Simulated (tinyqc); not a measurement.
From results to parameters: Luttinger model of the valence bands. Computed by the program tinyqc.

Problem. In the four-band Luttinger model 1/m = g1 -/+ 2 g2 along [100] and g1 -/+ 2 g3 along [111]. Find g1, g2, g3 and the light hole mass along [111].

heavy and light hole masses along [100] (electron masses): 0.632911  0.156740
heavy hole mass along [111] = 2.500000 electron masses

Solution. The mean of the two inverse masses along [100] is g1 and a quarter of their difference is g2; g3 = (g1 - 1/m_hh[111])/2.

g1, g2, g3: 3.980  1.200  1.790
light hole mass along [111] = 0.1323 electron masses
